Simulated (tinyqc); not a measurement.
Inside a calculation. Method: plane-wave Kohn-Sham cycle with exchange-only LDA in a layered model solid. Computed by tinyqc, a small Python program that keeps every step. Settings: points = 16, plane-wave index or count = 2, electrons = 2, k points = 1, area = 28.0, mixing = 0.1, iteration cap = 54. Command: `OMP_NUM_THREADS=1 python tinyqc.py 29378 29379 out.jsonl` (the two numbers bound the seeds that draw the settings). One thread of a shared host (Intel(R) Xeon(R) Processor @ 2.60GHz), about 0.01 s of CPU time with the checks.

A solid whose potential varies along x alone (atomic units):
```
parameter,value
period a,16.900000
cross-section of the cell,28.000000
electrons per cell,2
grid points,16
"plane waves -n..n, n",2
k points,1
V1 in V1 cos(2 pi x/a),-0.190000
V2 in V2 cos(4 pi x/a),-0.100000
```

Stop when sqrt(dV sum R^2) is below 1e-8, dV = a A/N.

Course of the cycle:
```
iteration,E (hartree),norm of the residual
1,-0.55198576,1.27e-01
2,-0.46085411,1.11e-01
3,-0.38991792,9.41e-02
4,-0.33931750,7.08e-02
5,-0.31775963,1.96e-02
6,-0.31746715,1.71e-02
7,-0.31724663,1.52e-02
8,-0.31707187,1.32e-02
9,-0.31694020,1.17e-02
10,-0.31683710,1.02e-02
11,-0.31675926,9.04e-03
...,...,...
44,-0.31650414,1.38e-04
45,-0.31650413,1.22e-04
46,-0.31650412,1.08e-04
47,-0.31650412,9.56e-05
48,-0.31650411,8.46e-05
49,-0.31650411,7.49e-05
50,-0.31650411,6.64e-05
51,-0.31650411,5.88e-05
52,-0.31650411,5.21e-05
53,-0.31650410,4.61e-05
54,-0.31650410,4.09e-05
```

Can the last value be used, and what does the course show?

Not by the stop rule, although the second column moves by less than 1e-07 over the last three steps. Not converged within 54 iterations: the residual falls steadily but slowly, by a factor of about 0.89 a step. Reruns (cap 100 unless said): mixing 0.5, Kerker q0 1.0: converged in 60 (E = -0.31650); mixing 0.3, Pulay depth 5: converged in 24 (E = -0.31650); the original settings with a cap of 400: converged in 129 (E = -0.31650).
